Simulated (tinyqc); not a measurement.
Worked calculation: chemical-mechanical planarisation: Preston law, pattern density and step-height reduction. Computed by tinyqc, a small Python program that keeps every step. Command: `OMP_NUM_THREADS=1 python tinyqc.py 3027977 3027978 out.jsonl cmp walk`. One thread of a shared host (Intel(R) Xeon(R) Processor @ 2.30GHz), about 0.01 s of CPU time with the checks. Intermediate numbers are printed to about 5 digits and carried at full precision; extremes and crossings named in words are read from the listed rows.

A row of 10 cells, repeated periodically, holds raised features that cover a share rho of each cell.

Inputs (values chosen for the exercise, close to those used for oxide polishing):

| quantity | value | unit |
|---|---|---|
| Preston coefficient K | 1.1e-13 | 1/Pa |
| pressure P | 41 | kPa |
| platen and carrier speed | 93 | rpm |
| distance between the centres | 15 | cm |
| initial step height h0 | 430 | nm |
| contact height h_c | 140 | nm |
| film above the raised areas z0 | 850 | nm |
| cell size | 0.91 | mm |
| planarisation length | 2 | mm |
| polish time t | 26 | s |

local pattern densities, cell by cell: 0.1  0.4  0.1  0.3  0.2  0.5  0.7  0.5  0.2  0.5

## Blanket rate

With equal rotation speeds the relative speed is uniform, v = omega r_c; Preston rate R0 = K P v.

relative speed v = 1.4608 m/s

blanket rate R0 = 6.5884 nm/s

## Effective density

The stiff pad averages the density: rho_eff(i) = sum_j w_ij rho_j / sum_j w_ij, w = exp(-2 d^2/L^2), L the planarisation length and d the distance between cell centres, summed over all periodic images of cell j.

normalised weights (images included) for cells 0, 1, 2, ... apart: 0.36304  0.23996  0.06929  0.00874  0.00048  0.00002

effective densities: 0.28049  0.25263  0.23425  0.25074  0.32803  0.45597  0.52890  0.46973  0.37601  0.32325

Local densities span 0.1 to 0.7, effective ones 0.234 to 0.529.

## State at time t

While h > h_c only raised areas polish, at R0/rho_eff, until t_c = rho_eff (h0 - h_c)/R0. After that h = h_c exp(-(t - t_c)/tau), tau = rho_eff h_c/R0; low areas polish at R0 (1 - h/h_c) and raised areas at R0 [1 + (1 - rho_eff) h/(rho_eff h_c)]. Removed from raised areas after t_c: h0 - h_c + R0 (t - t_c) + (1 - rho_eff)(h_c - h); from low areas: R0 (t - t_c) - rho_eff (h_c - h). Film left = z0 less the removal from raised areas.

Cells:

| cell | rho_eff | t_c (s) | step h (nm) | removed, raised (nm) | removed, low (nm) | film left on raised areas (nm) |
|---|---|---|---|---|---|---|
| 1 | 0.28049 | 12.346 | 14.17 | 470.49 | 54.661 | 379.51 |
| 2 | 0.25263 | 11.120 | 8.76 | 486.12 | 64.878 | 363.88 |
| 3 | 0.23425 | 10.311 | 5.99 | 495.99 | 71.975 | 354.01 |
| 4 | 0.25074 | 11.037 | 8.44 | 487.15 | 65.597 | 362.85 |
| 5 | 0.32803 | 14.439 | 26.66 | 442.33 | 38.990 | 407.67 |
| 6 | 0.45597 | 20.070 | 75.92 | 363.93 | 9.847 | 486.07 |
| 7 | 0.52890 | 23.280 | 109.91 | 322.09 | 2.003 | 527.91 |
| 8 | 0.46973 | 20.676 | 82.13 | 355.76 | 7.891 | 494.24 |
| 9 | 0.37601 | 16.551 | 42.91 | 412.84 | 25.746 | 437.16 |
| 10 | 0.32325 | 14.228 | 25.23 | 445.23 | 40.455 | 404.77 |

range of film left across the row = 173.89 nm

largest remaining step = 109.91 nm

thinnest film left = 354.01 nm

10 of 10 cells have reached contact. The cell with the lowest rho_eff has lost the most film from its raised areas.

## Local against global planarity over time

Times are multiples of h0/R0; the range is the largest minus the smallest removal from raised areas.

Steps and range (nm):

| multiple | t (s) | largest step | smallest step | range across the row | mean removal from raised areas |
|---|---|---|---|---|---|
| 0.10 | 6.53 | 348.70 | 246.43 | 102.27 | 132.4 |
| 0.20 | 13.05 | 267.40 | 80.70 | 190.88 | 262.1 |
| 0.30 | 19.58 | 186.10 | 21.75 | 197.72 | 359.7 |
| 0.45 | 29.37 | 81.44 | 3.04 | 162.73 | 457.7 |
| 0.60 | 39.16 | 34.08 | 0.43 | 142.43 | 532.4 |
| 0.80 | 52.21 | 10.67 | 0.03 | 131.70 | 622.2 |
| 1.00 | 65.27 | 3.34 | 0.00 | 128.27 | 709.2 |
| 1.30 | 84.85 | 0.58 | 0.00 | 126.98 | 838.4 |
| 1.70 | 110.95 | 0.06 | 0.00 | 126.73 | 1010.5 |

Local steps shrink to 0.057 nm or less, but the range across the row reaches up to 197.7 nm among these rows and ends at 126.7 nm, against the limit (largest - smallest rho_eff) h0 = 126.7 nm: once flat, all cells polish alike and the difference stays. Evener density (dummy fill), a longer planarisation length or a smaller initial step reduces it. Caution: in the last rows the removal passes z0 somewhere, so they describe a thicker film than the one given.

Checks made by the program: volume removed per cell equals R0 t (relative difference below 1e-10).
